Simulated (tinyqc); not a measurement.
Convergence with the plane-wave basis: k.p theory built from an empirical-pseudopotential calculation at Gamma.

Empirical pseudopotential on the fcc lattice, atoms at +/- tau, tau = a (1,1,1)/8, no spin-orbit coupling. H(G,G') = c (2 pi/a)^2 |k + G|^2 delta + VS(q) cos(q.tau) + i VA(q) sin(q.tau), q = G - G', c = hbar^2/2m0; k and G in units of 2 pi/a; VS at |q|^2 = 3, 8, 11 and VA at 3, 4, 11, in rydberg, zero elsewhere. The basis holds all G with |G|^2 up to a cut-off. Energies are counted from the fourth level at Gamma.

For a multiplet A of d_A states, W(B) = (4 c/(3 d_A)) sum over n in A, m in B and i = x, y, z of |<n|G_i|m>|^2 (G in 1/angstrom, <n|G_i|m> = sum_G c_n(G)* G_i c_m(G)); the mean inverse mass of A is 1 + sum_B W(B)/(E_A - E_B). Multiplets with W = 0 are left out.

Valence parameters: D(u) = c + 4 c^2 sum_m <n|u.G|m><m|u.G|n'>/(0 - E_m) on the valence triplet, in units of c, has eigenvalues L, M, M along [100] and (L + 2M + 2N)/3, (L + 2M - N)/3 twice along [111]; g1 = -(L + 2M)/3, g2 = -(L - M)/6, g3 = -N/6.

Constants: hbar^2/2m0 = 3.80998211 eV angstrom^2; Ry = 13.60569312 eV.

Inputs chosen for the exercise (out of a larger set: near those of GaAs; not measured data):
- a = 5.63 angstrom (lattice constant)
- VS = (-0.227, 0.012, 0.061) Ry (symmetric form factors)
- VA = (0.069, 0.049, 0.009) Ry (antisymmetric form factors)

E_s is the lowest empty singlet, Ep its W to the valence triplet, m its mass.

Results:
```
cut-off  plane waves  E_s (eV)  Ep (eV)  m (m0)    g1    g2    g3
8                 27     1.503    18.17  0.0767  5.67  1.66  2.42
11                51     1.530    18.49  0.0767  5.64  1.75  2.36
12                59     1.565    18.47  0.0784  5.62  1.67  2.34
16                65     1.565    18.49  0.0783  5.64  1.67  2.34
19                89     1.563    18.49  0.0782  5.64  1.68  2.34
20               113     1.566    18.48  0.0784  5.63  1.67  2.34
24               137     1.567    18.48  0.0784  5.63  1.67  2.34
```

What does the comparison show, and why?

Against the last row, E_s errs most, by -0.064 eV, at cut-off 8, and by -0.001 eV in the last row but one. Ep varies by 1.7 % over the table and m by 2.3 %: the mass, near E_s/Ep, inherits the errors of both. Local form factors fix the converged values only roughly. The gap is a difference of two levels, so it need not converge steadily, and here it does not.

tinyqc: `OMP_NUM_THREADS=1 python tinyqc.py 1050074 1050075 out.jsonl`; about 0.8 s, one thread, shared Intel(R) Xeon(R) Processor @ 2.30GHz.
